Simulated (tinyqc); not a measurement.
Changing the surface recombination velocity S: photoconductance decay in a wafer: bulk and surface recombination modes, and iron detection by pair splitting. Computed by tinyqc, a small Python program. Command: `OMP_NUM_THREADS=1 python tinyqc.py 3112612 3112613 out.jsonl pcd sweep`. One thread of a shared host (Intel(R) Xeon(R) Processor @ 2.30GHz), about 0.04 s of CPU time with the checks.

Both faces of the wafer have the same S; injection is low and all coefficients are constant. x runs from -W/2 to W/2.

Inputs (values chosen for the exercise, modelled on p-type silicon): thickness W = 150 micrometre; diffusivity D = 22.5 cm^2/s; bulk lifetime tau_b without iron = 19 microsecond.

Method:
- h = S W/(2 D). Solve f(b) = b sin b - h cos b = 0 from b = (pi/2) sqrt(h/(h + pi^2/4)), with f'(b) = (1 + h) sin b + b cos b; four steps.
- Even modes cos(a x) obey b tan b = S W/(2 D) with b = a W/2, odd modes sin(a x) obey -b cot b = S W/(2 D); each decays at the rate 1/tau_b + D a^2.
- tau_eff is the decay time of the first mode. The surface time is 1/(D a^2) of that mode; shortcuts for it are W/(2 S), W^2/(pi^2 D) and their sum, whose error is sum/surface time - 1.

One run for each value:
```
surface recombination velocity S (cm/s)  tau_eff (microsecond)  surface time (microsecond)  error of the sum (%)           h
3.00e-01                                                18.986                  2.5001e+04            7.1947e-04  1.0000e-04
1.60e+00                                                18.923                  4.6883e+03            3.8361e-03  5.3333e-04
8.40e+00                                                18.604                  8.9369e+02            2.0110e-02  2.8000e-03
4.50e+01                                                17.064                  1.6750e+02            1.0689e-01  1.5000e-02
2.40e+02                                                11.934                  3.2088e+01            5.4699e-01  8.0000e-02
1.30e+03                                                 4.912                  6.6243e+00            2.3871e+00  4.3333e-01
6.70e+03                                                 1.834                  2.0303e+00            5.0396e+00  2.2333e+00
3.60e+04                                                 1.118                  1.1882e+00            2.8035e+00  1.2000e+01
1.90e+05                                                 0.991                  1.0455e+00            6.9170e-01  6.3333e+01
1.00e+06                                                 0.967                  1.0193e+00            1.3849e-01  3.3333e+02
```

What does the table show, and why?

Over the rows, tau_eff (microsecond) falls from 19.0 to 0.967 (exponent d ln y / d ln x -0.0020 between the first rows and -0.014 between the last); surface time (microsecond) falls from 25000 to 1.02 (exponent d ln y / d ln x -1.00 between the first rows and -0.015 between the last); error of the sum (%) goes from 7.19e-4 through a maximum among these rows, 5.04 at 6700, to 0.138. At the low end the exponent of surface time is -1.00, close to -1: slow surfaces, W/(2 S). At the high end the exponent of surface time is -0.02, close to 0: fast surfaces, limited by diffusion. The sum of the two shortcuts misses by at most about 5.0 % over these rows.

Extremes, crossings and ranges named in words are read from the listed rows.
